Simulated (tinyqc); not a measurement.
Holstein polaron on two sites: one step, computed by the program tinyqc. Command: `OMP_NUM_THREADS=1 python tinyqc.py 3005040 3005041 out.jsonl holstein walk`. One thread of a shared host (Intel(R) Xeon(R) Processor @ 2.30GHz), about 0.01 s of CPU time with the checks.

One electron on sites 1 and 2: H = -t (c1+ c2 + c2+ c1) + hbar omega sum_i b_i+ b_i - g hbar omega sum_i n_i (b_i + b_i+). The symmetric phonon shifts the energy by -g^2 hbar omega/2 and drops out; with b = (b_1 - b_2)/sqrt(2) there remains H = -t sigma_x + hbar omega b+ b - (g hbar omega/sqrt(2)) sigma_z (b + b+). Parity splits it into blocks p = +1 and -1 over phonon numbers n. Zero-point energies are left out. Weights Z refer to mode b alone; the displaced symmetric mode multiplies the full zero-phonon weight by exp(-g^2/2).

Question. Energy scales. Polaron binding energy E_p = g^2 hbar omega; ratio E_p/t (the adiabatic potential has two wells when it exceeds 1); adiabaticity hbar omega/t.

Inputs (values chosen for the exercise, for a model dimer): hopping t = 37 meV; phonon energy hbar omega = 53.1 meV; coupling g = 0.541.

Give: E_p; E_p/t; hbar omega/t.

Answer.

E_p = 15.541 meV

E_p/t = 0.42004

hbar omega/t = 1.4351
